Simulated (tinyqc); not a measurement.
# Worked calculation: octagonal on-chip spiral inductor, lumped pi model

Numbers from tinyqc (`OMP_NUM_THREADS=1 python tinyqc.py 2302116 2302117 out.jsonl`; about 0.01 s on one thread of a shared Intel Xeon 2.30GHz). Printed values are rounded.

Outer diameter do = di + 2 n wd + 2 (n - 1) sp, mean da = (do + di)/2, fill p = (do - di)/(do + di), length l = 3.314 n da. L = 2.25 mu0 n^2 da/(1 + 3.55 p), mu0 = 4 pi 1e-7 H/m. Rs = rho l/(wd delta (1 - exp(-th/delta))), delta = sqrt(rho/(pi f mu0)). Cs = n wd^2 eps0 eo/hu across the coil. At each end Cox = l wd eps0 eo/(2 ho) leads to the substrate branch Rsi = 2 rs he/(l wd) in parallel with Csi = l wd eps0 11.7/(2 he). With one end grounded Y = 1/(Rs + i w L) + i w Cs + 1/[1/(i w Cox) + 1/(1/Rsi + i w Csi)], w = 2 pi f; Q = -Im Y/Re Y. Eddy currents in neighbouring turns and in the substrate are left out.

Parameters, values chosen for the exercise; values of the order met in silicon radio-frequency processes:
```
symbol,value,unit,meaning
n,2.5,,number of turns
wd,15,um,line width
sp,1.5,um,space between turns
di,100,um,inner diameter
th,2,um,metal thickness
rho,1.9,uohm cm,metal resistivity
ho,6,um,oxide below the coil
hu,1.1,um,oxide between coil and underpass
eo,3.9,,relative permittivity of the oxide
rs,10,ohm cm,substrate resistivity
he,50,um,effective spreading depth in the substrate
f,5.9,GHz,frequency
```

Constants: eps0 = 8.8541878128e-12 F/m. Results are converted to the units shown.

## Geometry and model elements

do, l, L, delta, Rs, Cs, Cox, Rsi and Csi as defined.

do = 179.5 um
l = 1157.83 um
L = 1.22880 nH
delta = 0.903173 um
Rs = 1.82290 ohm
Cs = 17.6581 fF
Cox = 49.9767 fF
Rsi = 575.790 ohm
Csi = 17.9916 fF

Rs is 2.49 times the direct-current value in this empirical form, which overstates the skin effect of a flat slab when delta is near th and so stands in for some current crowding.

## Admittance, quality factor and apparent inductance

Series branch 1/(Rs + i w L), substrate branch, total Y, Q = -Im Y/Re Y, apparent inductance Im(1/Y)/w, metal-only value w L/Rs, share of the loss in the substrate Re(substrate branch)/Re Y.

series branch = 0.8771-21.9175i mS
substrate branch = 0.636551+0.929178i mS
Y = 1.5136-20.3337i mS
Q = 13.4337
apparent inductance = 1.31932 nH
w L/Rs = 24.9891
share of the loss in the substrate = 42.0545 %

Q is 53.8 % of the metal-only value.
